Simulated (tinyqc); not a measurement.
Worked calculation: Ewald sum of point charges, zinc blende, strained along z by a factor 1.16, lattice. Computed by tinyqc, a small Python program that keeps every step. Command: `OMP_NUM_THREADS=1 python tinyqc.py 20849 20850 out.jsonl` (the two numbers bound the seeds that draw the settings). One thread of a shared host (Intel(R) Xeon(R) Processor @ 2.60GHz), about 0.04 s of CPU time with the checks.

## Ewald sum with eta = 0.504 1/bohr

cell vectors (rows) (bohr):
```
          1         2         3
1  0.000000  3.225000  3.741000
2  3.225000  0.000000  3.741000
3  3.225000  3.225000  0.000000
```

Charges:

| q | f1 | f2 | f3 |
|---|---|---|---|
| 1.000000 | 0.000000 | 0.000000 | 0.000000 |
| -1.000000 | 0.250000 | 0.250000 | 0.250000 |

Real space: 1/2 sum q_i q_j erfc(eta r)/r over all images with r > 0; reciprocal space: (2 pi/V) sum_(G != 0) exp(-G^2/4 eta^2)/G^2 |S(G)|^2 with S(G) = sum q exp(i G.r); self term -eta/sqrt(pi) sum q^2; background -pi Q^2/(2 V eta^2), Q the total charge.

Real-space shells (first ones):

| r (bohr) | pairs | sum (hartree) |
|---|---|---|
| 2.949421 | 8 | -0.048189 |
| 4.560839 | 8 | 0.001009 |
| 4.939201 | 16 | 0.000698 |
| 5.431421 | 16 | -0.000159 |
| 6.057165 | 8 | -0.000010 |
| 6.450000 | 8 | 2.65e-06 |
| 7.092361 | 8 | -2.43e-07 |
| 7.482000 | 4 | 2.58e-08 |
| 7.582249 | 16 | -6.86e-08 |
| 8.123928 | 32 | 1.38e-08 |
| 8.432250 | 16 | -1.76e-09 |
| 8.762510 | 16 | 3.85e-10 |

Reciprocal shells (first ones that count):

| G^2 (1/bohr^2) | vectors | sum (hartree) |
|---|---|---|
| 2.603106 | 8 | 0.038290 |
| 2.820878 | 2 | 0.014259 |
| 3.795774 | 4 | 0.008119 |
| 8.244863 | 8 | 0.000047 |
| 10.194653 | 16 | 0.000011 |
| 10.412425 | 8 | 0.000009 |
| 15.079286 | 8 | 6.15e-08 |
| 15.836410 | 16 | 2.78e-08 |
| 17.786201 | 8 | 1.81e-09 |
| 18.003972 | 8 | 2.89e-09 |
| 18.978868 | 8 | 1.05e-09 |
| 19.528375 | 8 | 2.98e-10 |

## The total does not depend on eta

The same sums for other eta.

Totals (hartree per cell):

| eta | real | reciprocal | self | background | total |
|---|---|---|---|---|---|
| 0.504000 | -0.046649 | 0.060735 | -0.568703 | 0.000000 | -0.55461728 |
| 0.766000 | -0.001895 | 0.311616 | -0.864338 | 0.000000 | -0.55461728 |
| 0.990000 | -0.000049 | 0.562527 | -1.117095 | 0.000000 | -0.55461728 |

shortest distance = 2.949421 bohr

Madelung constant -E d / (formula units |q+ q-|) = 1.635800
